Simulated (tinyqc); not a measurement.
# Six-transistor SRAM cell, nodal equations and margins: effect of the gain factor of the access transistor

Two cross-coupled inverters (pull-down bn, pull-up bp) hold the nodes Q and QB; access transistors (ba, threshold VTn, gate on the word line at Vdd when selected) join them to the bit lines. Transistor (EKV form, voltages against the body): I = 2 n b Vt^2 [F(vp - Vs) - F(vp - Vd)] from drain to source, F(v) = ln^2(1 + exp(v/(2 Vt))), vp = (Vg - VT + sg |Vd - Vs|)/n. n-channel bodies are at 0; for the p-channel device all voltages are counted down from Vdd. b in uA/V^2 gives I in uA. For an access transistor the bit line is the drain and the node the source. In a read both bit lines are at Vdd. The cell is symmetric (no mismatch).

f(x) is the node voltage of one half-cell for input x: In = Ip in hold, In = Ip + Ia in a read. Static noise margin: side of the largest square between the curve (x, f(x)) and its mirror image (f(y), y); with h(c) the root x of f(x) - x = c, it is the maximum over c > 0 of h(c) - h(-c) + c. Q is the low node in a read and Iread the current of its access transistor. The write trip is the voltage to which the bit line of the high node must fall (the other staying at Vdd) for that state to vanish; higher is easier, and a negative value means that a grounded bit line does not write.

Parameters, values chosen for the exercise: temperature T = 300 K; supply voltage Vdd = 0.9 V; slope factor n = 1.27; drain-induced barrier lowering sg = 0.111; n-channel threshold VTn = 0.36 V; p-channel threshold (magnitude) VTp = 0.29 V; gain factor of the pull-down transistor bn = 350 uA/V^2; gain factor of the pull-up transistor bp = 190 uA/V^2.

Constants: q = 1.602176634e-19 C, kB = 1.380649e-23 J/K, Vt = kB T/q. Results are converted to the units shown.

The same in every row: hold margin (mV) = 321.3.

Effect of the gain factor of the access transistor:
```
ba (uA/V^2)  read margin (mV)  Q in a read (mV)  Iread (uA)  write trip (mV)
88                      241.4             60.35       10.73           -79.49
120                     225.0             76.97       13.45            15.14
170                     205.0             99.19       16.93            103.7
240                     184.2             124.6       20.68            175.5
330                     164.6             150.5       24.26            229.8
460                     144.2             179.2       27.91            276.4
```

What does the table show?

As ba goes from 88 to 460 uA/V^2, the read margin falls from 241 to 144 mV, the write trip rises from -79.5 to 276 mV and Iread rises from 10.7 to 27.9 uA. The read margin is 0.75 of the hold margin in the first row and 0.45 in the last. Read stability and write ability pull in opposite directions. At ba = 88 uA/V^2 the write trip is negative: the cell cannot be written without assist.

Program tinyqc, `OMP_NUM_THREADS=1 python tinyqc.py 2340105 2340106 out.jsonl`; Intel Xeon 2.30GHz, shared host, one thread, about 0.2 s.
